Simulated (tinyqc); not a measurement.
Admittance spectroscopy of a deep trap: two steps of the calculation.

Schottky contact on an n-type layer with shallow donors Nd (all ionised) and a donor-like deep trap, neutral when filled and positive when empty; depletion approximation. Traps within lam of the depletion edge stay filled. The traps at xt = W - lam, where the level crosses the Fermi level, follow a slow signal and not a fast one. w = 2 pi f.

Parameters, values chosen for the exercise; material values close to those of silicon: relative permittivity eps_r = 11.7; conduction-band density of states at 300 K Nc = 2.78e19 cm^-3; thermal velocity at 300 K vth = 2.2e7 cm/s; shallow donor density Nd = 4.3e16 cm^-3; built-in voltage Vbi = 0.77 V; depth of the trap below the conduction edge Et = 0.19 eV; capture cross-section sn = 3.4e-14 cm^2; trap density Nt = 3.6e16 cm^-3; reverse bias Vr = 0 V; signal frequency f = 41000 Hz; temperature T = 124 K.

Constants: q = 1.602176634e-19 C, kB = 1.380649e-23 J/K, eps0 = 8.8541878128e-14 F/cm where lengths are in cm. Results are converted to the units shown.

Problem 1. Widths and limiting capacitances. lam = sqrt(2 eps0 eps_r (EF - ET)/(q Nd)), EF - ET = Et - (kB T/q) ln(Nc(T)/Nd), Nc(T) = Nc (T/300 K)^1.5. In the steady state at the band bending V, 2 eps0 eps_r V/q = Nd W^2 + Nt (W - lam)^2 (the second term only if W > lam). V = Vbi + Vr. C_HF = eps0 eps_r/W, C_LF = eps0 eps_r (Nd + Nt)/(Nd W + Nt xt).

Give: lam; W; xt; C_HF; C_LF.

Solution 1.

lam = 63.72 nm
W = 136.7 nm
xt = 73.01 nm
C_HF = 75.77 nF/cm^2
C_LF = 96.20 nF/cm^2

The step is 27.0 % of C_HF.

Problem 2. Admittance at the signal frequency. Emission rate en = sn vth(T) Nc(T) exp(-Et/kB T) = sn g T^2 exp(-Et/kB T), g = vth Nc/(300 K)^2, as vth goes as T^0.5 and Nc as T^1.5 (degeneracy factor 1). Inflection frequency w0 = 2 en [1 + Nt xt/(Nd W)]; C = C_HF + (C_LF - C_HF)/(1 + (w/w0)^2), G/w = (C_LF - C_HF)(w/w0)/(1 + (w/w0)^2).

W = 136.72710 nm
xt = 73.007368 nm
C_HF = 75.766982 nF/cm^2
C_LF = 96.196255 nF/cm^2

Wanted: en; w0/(2 pi); C; G/w.

Solution 2.

en = 67345 1/s
w0/(2 pi) = 31020 Hz
C = 83.204 nF/cm^2
G/w = 9.8297 nF/cm^2

The signal lies near the inflection, where the loss is largest.

Computed by the program tinyqc: `OMP_NUM_THREADS=1 python tinyqc.py 2050018 2050019 out.jsonl`, one thread of a shared Intel Xeon 2.30GHz, about 0.01 s for the whole run.
